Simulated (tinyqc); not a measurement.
# Worked calculation: interface traps from C-V curves, high-low and Terman methods

Computed by the program tinyqc: `OMP_NUM_THREADS=1 python tinyqc.py 2030167 2030168 out.jsonl`, one thread of a shared Intel Xeon 2.30GHz, about 0.01 s for the whole run. Printed values are rounded.

MOS capacitor on an n-type substrate; psi is the band bending, negative in depletion; only majority carriers are counted. At the bending psi the Fermi level lies y = xi - psi below the conduction edge at the surface, xi = Vt ln(Nc/Nd). Dit(y) = D0 + D1 exp(-y/E1); traps fill up to the Fermi level, follow the bias and a slow signal, and do not follow a fast one. V is the gate voltage from flat band.

Inputs (values chosen for the exercise); band and dielectric values close to those of silicon: temperature T = 300 K; relative permittivity eps_r = 11.8; conduction-band density of states at T Nc = 2.85e19 cm^-3; donor density Nd = 3.3e16 cm^-3; equivalent oxide thickness EOT = 1.5 nm; trap density far from the band edge D0 = 2.9e10 cm^-2 eV^-1; band-tail density at the conduction edge D1 = 1.1e12 cm^-2 eV^-1; decay energy of the tail E1 = 0.17 eV; points n = 10; deepest band bending pa = -0.59 V; shallowest band bending pb = -0.039 V.

Constants: q = 1.602176634e-19 C, kB = 1.380649e-23 J/K, Vt = kB T/q, eps0 = 8.8541878128e-14 F/cm where lengths are in cm. Results are converted to the units shown.

Range of the model: Traps more than about 25 kB T below the conduction edge emit electrons too slowly to follow an ordinary sweep, so the deepest points are idealised.

## The curves

Cox = 3.9 eps0/EOT, LD = sqrt(eps0 eps_r Vt/(q Nd)), u = psi/Vt, Cd = (eps0 eps_r/(sqrt(2) LD)) |exp(u) - 1|/sqrt(exp(u) - u - 1). Ideal V0 = psi - sqrt(2) (eps0 eps_r Vt/LD) sqrt(exp(u) - u - 1)/Cox for psi < 0; the traps add dV = (q/Cox) times the integral of Dit from 0 to psi = (q/Cox) [D0 psi + D1 E1 exp(-xi/E1) (exp(psi/E1) - 1)]. 1/C_HF = 1/Cox + 1/Cd, 1/C_LF = 1/Cox + 1/(Cd + q Dit). Take n equally spaced psi from pa to pb.

```
point	psi (V)	y (eV)	Dit (cm^-2 eV^-1)	V0 (V)	V (V)	C_HF (nF/cm^2)	C_LF (nF/cm^2)
0	-0.590000	0.764789	4.12351e10	-0.624294	-0.629995	67.9067	74.1120
1	-0.528778	0.703567	4.65392e10	-0.561157	-0.566672	71.7960	78.7727
2	-0.467556	0.642345	5.41427e10	-0.497900	-0.503201	76.4504	84.5290
3	-0.406333	0.581123	6.50424e10	-0.434497	-0.439545	82.1604	91.8087
4	-0.345111	0.519900	8.06674e10	-0.370909	-0.375650	89.4002	101.276
5	-0.283889	0.458678	1.03066e11	-0.307082	-0.311434	99.0084	114.028
6	-0.222667	0.397456	1.35175e11	-0.242923	-0.246771	112.645	132.061
7	-0.161444	0.336234	1.81204e11	-0.178260	-0.181440	134.122	159.568
8	-0.100222	0.275012	2.47187e11	-0.112718	-0.114994	173.845	207.163
9	-0.039000	0.213789	3.41774e11	-0.045272	-0.046304	263.823	305.864
```

Cox = 2302.09 nF/cm^2

At the deepest bending the traps stretch the gate voltage from -0.624 to -0.630 V.

## High-low extraction

q Dit = (1/C_LF - 1/Cox)^(-1) - (1/C_HF - 1/Cox)^(-1) at each point.

Dit by high-low, point 0 to 9 (cm^-2 eV^-1): 4.12351e10  4.65392e10  5.41427e10  6.50424e10  8.06674e10  1.03066e11  1.35175e11  1.81204e11  2.47187e11  3.41774e11

With a true high-frequency curve this returns Dit exactly.

## Terman extraction

psi at each point follows from C_HF and the ideal curve. Dit = (Cox/q) d(V - V0)/dpsi by central differences over the two neighbours.

Dit by Terman, point 1 to 8 (cm^-2 eV^-1): 4.69207e10  5.46897e10  6.58266e10  8.17915e10  1.04678e11  1.37485e11  1.84515e11  2.51934e11

The differences overstate the curved tail; the largest error is 1.9 %, at point 8.
